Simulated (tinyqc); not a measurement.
Spin coating of a resist or spin-on film: centrifugal thinning, evaporation and the final thickness (Emslie and Meyerhofer models): one step, computed by the program tinyqc.

A Newtonian film stays uniform over the wafer; solvent and solids have the same density and the concentration is uniform through the thickness.

Task: Thinning without evaporation. dh/dt = -K h^3 gives h = h0/sqrt(1 + 2 K h0^2 t); for long times h = 1/sqrt(2 K t).

Inputs (values chosen for the exercise, of the order of those of a polymer resist in an ester solvent): starting thickness h0 = 200 micrometre; time t = 3.3 s.

flow constant K = 7.468103e-04 1/(micrometre^2 s)

Give: h(t) without evaporation; long-time form; time 1/(2 K h0^2).

Result:

h(t) without evaporation = 14.21 micrometre

long-time form = 14.24 micrometre

time 1/(2 K h0^2) = 0.01674 s

The long-time form is within 0.25 %: the starting thickness is forgotten.
